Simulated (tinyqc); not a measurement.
Two-sublattice mean-field magnet: ferrimagnet, compensation points and susceptibility: one step, computed by the program tinyqc.

A random alloy A(1-x)B(x) with H = -sum over pairs J S_i.S_j. a = <S_A> and b = <S_B> are taken along z, a > 0. Exchange fields: h_A = (1 - x) zJ_AA a + x zJ_AB b, h_B = (1 - x) zJ_AB a + x zJ_BB b; a = S_A B_(S_A)(S_A h_A/(k_B T)) and likewise for b, with the Brillouin function B_S(y) = [(2S + 1)/(2S)] coth[(2S + 1) y/(2S)] - [1/(2S)] coth[y/(2S)].

Problem. Net moment and spin. Net moment m = (1 - x) g_A a + x g_B b in mu_B per site; net spin s = (1 - x) a + x b. At T = 0, a = S_A and b = -S_B. Effective g = m/s.

Inputs (values chosen for the exercise, for a model ferrimagnet):
```
quantity               value  unit
spin S_A                 1.5     -
spin S_B                 3.5     -
g factor g_A             2.1     -
g factor g_B               2     -
fraction x of B sites   0.15     -
```

a = 1.441886

b = -2.958586

Give: net moment m; net spin s; m at T = 0; effective g.

Solution.

net moment m = 1.686 mu_B

net spin s = 0.7818

m at T = 0 = 1.6275 mu_B

effective g = 2.157

A dominates at T, as at T = 0.
